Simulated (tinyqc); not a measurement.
Threshold of a short bulk MOSFET: charge sharing, barrier lowering, narrow width: two steps of the calculation.

n-channel device on a p-type body, depletion approximation, full ionisation. Uniform doping N = Na. Vbi from Boltzmann statistics is rough for the degenerate source. Cox = eps0 eox/tox.

Inputs (values chosen for the exercise); band and dielectric values close to those of silicon: temperature T = 300 K; band gap Eg = 1.14 eV; relative permittivity eps_r = 11.6; conduction-band density of states at T Nc = 2.76e19 cm^-3; valence-band density of states at T Nv = 2.67e19 cm^-3; relative permittivity of the gate insulator (close to silicon dioxide) eox = 3.9; insulator thickness tox = 9.5 nm; channel doping Na = 6.3e16 cm^-3; source and drain doping Nsd = 1e20 cm^-3; flat-band voltage for the doping Na Vfb = -0.85 V; junction depth xj = 43 nm; body-source voltage Vbs = 0 V; drain-source voltage Vds = 0.05 V; gate width W = 520 nm; shape factor of the fringing depletion at the width edges xw = 0; channel length L = 810 nm.

Constants: q = 1.602176634e-19 C, kB = 1.380649e-23 J/K, Vt = kB T/q, eps0 = 8.8541878128e-14 F/cm where lengths are in cm. Results are converted to the units shown.

Task 1. Long-channel threshold and scales. ni = sqrt(Nc Nv) exp(-Eg/(2 Vt)), Eg in volts; 2 pB = 2 Vt ln(N/ni); flat band Vfb - Vt ln(N/Na); Wd = sqrt(2 eps0 eps_r (2 pB - Vbs)/(q N)); body term q N Wd/Cox; long-channel VT0 = flat band + 2 pB + body term; Vbi = Vt ln(N Nsd/ni^2); scale length l = sqrt((eps_r/eox) tox Wd).

Find: N; 2 pB; flat band; Wd; body term; VT0; Vbi; l.

Result 1.

N = 6.300e16 cm^-3
2 pB = 0.8264 V
flat band = -0.8500 V
Wd = 129.7 nm
body term = 0.3601 V
VT0 = 0.3365 V
Vbi = 1.017 V
l = 60.53 nm

Task 2. Short-channel and narrow-width shifts. Charge sharing (trapezoid; it ignores Vds): F = (xj/L)(sqrt(1 + 2 Wd/xj) - 1), lowering = body term times F. Barrier lowering: th = exp(-L/(2 l)) + 2 exp(-L/l), lowering = th [2 (Vbi - 2 pB) + Vds], DIBL = th. Narrow width: rise = body term times xw Wd/W. VT by each model = VT0 - lowering + rise.

2 pB = 0.82637077 V
Wd = 129.68220 nm
body term = 0.36011530 V
VT0 = 0.33648606 V
Vbi = 1.0168946 V
l = 60.533902 nm

Wanted: F; lowering by charge sharing; th; lowering of the barrier; DIBL; narrow-width rise; VT, charge sharing; VT, barrier lowering.

Result 2.

F = 0.08769
lowering by charge sharing = 31.58 mV
th = 0.001246
lowering of the barrier = 0.5370 mV
DIBL = 1.246 mV/V
narrow-width rise = 0 mV
VT, charge sharing = 0.3049 V
VT, barrier lowering = 0.3359 V

L is 13.4 scale lengths. The charge-sharing lowering is 58.8 times the barrier lowering; the first falls off as 1/L and the second exponentially. Both describe the same loss of gate control, so they are alternatives and are not added.

Program tinyqc, `OMP_NUM_THREADS=1 python tinyqc.py 2002157 2002158 out.jsonl`; Intel Xeon 2.30GHz, shared host, one thread, about 0.01 s.
